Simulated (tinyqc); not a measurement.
# Inductance and parasitic capacitance from two readings

Problem. A loss-free coil L in parallel with C shows the apparent inductance L/(1 - w^2 L C), w = 2 pi f. Find L, C and the self-resonance 1/(2 pi sqrt(L C)).

apparent inductance at 6.8 and 13 GHz (nH): 1.0658042  1.9539720

Answer. The inverse of the reading is 1/L - w^2 C, a straight line in w^2.

L = 0.9100 nH
C = 88.00 fF
self-resonance = 17.79 GHz

Program tinyqc, `OMP_NUM_THREADS=1 python tinyqc.py 2302084 2302085 out.jsonl`; Intel Xeon 2.30GHz, shared host, one thread, about 0.01 s.
